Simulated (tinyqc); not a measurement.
What each parameter does: hydrogenic donor in a hard-walled well (variational).

Trial function cos(pi z/L) exp(-r/lam), r measured from the donor at zi, walls at +/- L/2, one eps everywhere. Counted from the lowest subband, E(lam) = c/(m lam^2) - (q/eps) I0/I1, with I0 the integral of cos^2(pi z/L) exp(-2|z - zi|/lam) over the well and I1 the same with the factor (|z - zi| + lam/2); c = hbar^2/2m0, q = e^2/(4 pi eps0). The binding energy is -E at the minimum.

Constants: hbar^2/2m0 = 3.80998211 eV angstrom^2; e^2/(4 pi eps0) = 14.39964547 eV angstrom; Ry = 13.60569312 eV.

Parameters, chosen for this exercise (near those of GaAs; not measured data): m = 0.064 m0 (mass); eps = 12.8 (dielectric constant); L = 518 angstrom (well width); zi = 59 angstrom (position of the donor from the centre).

The minimum over lam; Ry* = Ry m/eps^2.

One parameter was then changed.

Results before and after:

| case | binding (meV) | lam (angstrom) | binding/Ry* |
|---|---|---|---|
| base | 6.62 | 111.7 | 1.246 |
| changed | 7.59 | 92.7 | 1.187 |

Which of these changes was made? (a) L = 673 angstrom; (b) eps = 11.5; (c) zi = 30 angstrom; (d) m = 0.077 m0.

Answer: (d) m = 0.077 m0. Of the candidates, run in turn, only this one gives the changed row.

All candidates:

| case | binding (meV) | lam (angstrom) | binding/Ry* |
|---|---|---|---|
| base | 6.62 | 111.7 | 1.246 |
| m = 0.077 m0 | 7.59 | 92.7 | 1.187 |
| eps = 11.5 | 7.97 | 100.3 | 1.211 |
| L = 673 angstrom | 6.27 | 111.7 | 1.179 |
| zi = 30 angstrom | 6.79 | 112.0 | 1.278 |

Program tinyqc; command `OMP_NUM_THREADS=1 python tinyqc.py 1252155 1252156 out.jsonl`; about 0.02 s on one thread of a shared Intel(R) Xeon(R) Processor @ 2.30GHz.
